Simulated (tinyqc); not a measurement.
## Surface Green function of a square-lattice strip three rows wide, Sancho-Rubio decimation: effect of the broadening

A semi-infinite lead of cells 0, 1, 2, ... with H0 inside a cell and H1 = <cell i|H|cell i + 1>. A cell is one column of three sites. z = E + i eta.

Start with e_s = e = H0, a = H1, b = H1^dagger. Each round: g = (z - e)^(-1); e_s <- e_s + a g b; e <- e + a g b + b g a; a <- a g a; b <- b g b (all with the old a, b). Round k joins cells 2^k apart. Stop when the largest entry of the matrices a and b is below 1e-12 eV; g_s = (z - e_s)^(-1), bulk (z - e)^(-1), density of states -Im Tr/pi. The last column counts the steps of the plain recursion g <- (z - H0 - H1 g H1^dagger)^(-1), one cell a step from g = (z - H0)^(-1), until no entry changes by more than 1e-8 1/eV.

Parameters, values chosen for the exercise: energy E = -6.87 eV.

H0 (eV):
```
       1      2      3
1  -0.51  -2.27      0
2  -2.27   -0.8  -2.27
3      0  -2.27     -1
```

H1 (eV):
```
      1     2     3
1  -2.8     0     0
2     0  -2.8     0
3     0     0  -2.8
```

Results:
```
eta (eV)  rounds  surface density of states (1/eV)  plain steps
0.8            8                            0.1054           53
0.1           11                           0.09909          426
0.06          12                           0.09849          711
0.03          13                           0.09804         1423
0.01          14                           0.09773         4272
```

Estimate the missing row, eta = 0.3 eV.

Computed row:
```
eta (eV)  rounds  surface density of states (1/eV)  plain steps
0.3            9                            0.1018          142
```

With this row back in the table: The rounds go from 8 to 14 and the plain steps from 53 to 4272. Inside a band the plain recursion needs a number of steps that grows as 1/eta, the decimation only as log2(1/eta). The density of states tends to 0.09758 1/eV as eta goes to zero; the first row is 8.0 % above that and the last 0.15 % above it.

Program tinyqc, `OMP_NUM_THREADS=1 python tinyqc.py 2680129 2680130 out.jsonl`; Intel Xeon 2.30GHz, shared host, one thread, about 0.1 s.
